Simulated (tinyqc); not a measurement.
Zener tunnelling in a reverse-biased junction, two-band WKB: one step of the calculation.

Abrupt p-n junction, depletion approximation. Energies E are counted from the conduction-band edge of the neutral n side; its Fermi level lies at dn, that of the p side at dn - V, and the valence-band edge of the neutral p side at Em = dn + dp - V. Tunnelling needs 0 < E < Em. Two-band dispersion with equal masses m: inside the gap kappa = sqrt(m u (1 - u/Eg)/C), u the distance from a band edge, C = hbar^2/(2 m0).

Problem. Current density on a coarse grid. J = KJ exp(-S) Eb times the integral from 0 to Em of [f(E - dn) - f(E - dn + V)] [1 - exp(-min(E, Em - E)/Eb)] dE, f(x) = 1/(1 + exp(x/Vt)), with S and Eb from the mean field; J > 0 flows from p to n. KJ = (2 q^2/h) m/(4 pi C) (times 1e14 for A/cm^2 per eV^2). Simpson's rule on nE equally spaced points from 0 to Em.

Values chosen for this exercise; band and dielectric values close to those of In0.53Ga0.47As:
- T = 200 K (temperature)
- m = 0.047 m0 (band-edge mass of the two-band model)
- V = -2.3 V (bias of the p side)
- nE = 11 (points of the energy grid)

Constants: q = 1.602176634e-19 C, kB = 1.380649e-23 J/K, hbar = 1.054571817e-34 J s, h = 6.62607015e-34 J s, m0 = 9.1093837015e-31 kg, Vt = kB T/q, hbar^2/(2 m0) = 0.0380998212 eV nm^2. Results are converted to the units shown.

dn = 0.19518259 eV
dp = 0.063757502 eV
S = 7.0851771
Eb = 26.357845 meV

Wanted: E; difference of the f; transverse factor; integral; KJ; J.

Solution.

```
point  E (eV)  difference of the f  transverse factor
0       0.000                0.000              0.000
1       0.256               -0.971              1.000
2       0.512               -1.000              1.000
3       0.768               -1.000              1.000
4       1.024               -1.000              1.000
5       1.279               -1.000              1.000
6       1.535               -1.000              1.000
7       1.791               -1.000              1.000
8       2.047               -1.000              1.000
9       2.303               -1.000              1.000
10      2.559               -0.024              0.000
```

integral = -2.379 eV
KJ = 7.606e8 A/(cm^2 eV^2)
J = -3.993e4 A/cm^2

Range of the model: Parabolic densities of states, no band tails and no gap narrowing, all of which matter at such doping.

Computed by the program tinyqc: `OMP_NUM_THREADS=1 python tinyqc.py 2620041 2620042 out.jsonl`, one thread of a shared Intel Xeon 2.30GHz, about 0.01 s for the whole run.
